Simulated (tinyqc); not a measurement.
Deep-level transient spectroscopy: two steps of the calculation.

Schottky contact on an n-type layer with shallow donors Nd (all ionised) and a donor-like deep trap, neutral when filled and positive when empty; depletion approximation. Traps within lam of the depletion edge stay filled. A long pulse to Vp fills the traps beyond x1 = Wp - lam; back at Vr those between x1 and x2 = Wr - lam emit. A rate window reads S = C(t2) - C(t1).

Parameters, values chosen for the exercise; material values close to those of 4H silicon carbide:
- eps_r = 9.52 (relative permittivity)
- Nc = 1.69e19 cm^-3 (conduction-band density of states at 300 K)
- Nd = 9.5e16 cm^-3 (shallow donor density)
- Vbi = 1.34 V (built-in voltage)
- Et = 0.2 eV (depth of the trap below the conduction edge)
- Nt = 8.2e14 cm^-3 (trap density)
- Vr = 2 V (reverse bias)
- Vp = 0.5 V (reverse bias during the filling pulse)
- t1 = 5 ms (first sampling time)
- t2 = 25 ms (second sampling time)
- T = 108 K (temperature of the transient)

Constants: q = 1.602176634e-19 C, kB = 1.380649e-23 J/K, eps0 = 8.8541878128e-14 F/cm where lengths are in cm. Results are converted to the units shown.

Question 1. Widths. lam = sqrt(2 eps0 eps_r (EF - ET)/(q Nd)), EF - ET = Et - (kB T/q) ln(Nc(T)/Nd), Nc(T) = Nc (T/300 K)^1.5. In the steady state at the band bending V, 2 eps0 eps_r V/q = Nd W^2 + Nt (W - lam)^2 (the second term only if W > lam). V = Vbi + Vr gives Wr and V = Vbi + Vp gives Wp; x1 = max(Wp - lam, 0).

Give: lam; Wr; Wp; x1; x2; G = (x2^2 - x1^2)/Wr^2.

Answer 1.

lam = 42.885 nm
Wr = 191.84 nm
Wp = 142.46 nm
x1 = 99.573 nm
x2 = 148.95 nm
G = (x2^2 - x1^2)/Wr^2 = 0.33348

Question 2. The transient. W(t)^2 = Wr^2 + (Nt/Nd)(x2^2 - x1^2) exp(-en t), C = eps0 eps_r/W; for small Nt, dC/C = -(Nt/2 Nd) G exp(-en t) with G = (x2^2 - x1^2)/Wr^2. S = C(t2) - C(t1).

t, sample 0 to 6 (ms): 0  2.5  5  15  25  50  125
en = 108.27066 1/s
Wr = 191.83904 nm
G = (x2^2 - x1^2)/Wr^2 = 0.33347531

Give: C; C - C(final); S.

Answer 2.

```
sample  C (nF/cm^2)  C - C(final) (pF/cm^2)
0             43.88                  -63.10
1             43.89                  -48.16
2             43.90                  -36.76
3             43.93                  -12.46
4             43.93                   -4.22
5             43.94                   -0.28
6             43.94                    0.00
```

S = 32.53 pF/cm^2

Program tinyqc, `OMP_NUM_THREADS=1 python tinyqc.py 2050142 2050143 out.jsonl`; Intel Xeon 2.30GHz, shared host, one thread, about 0.01 s.
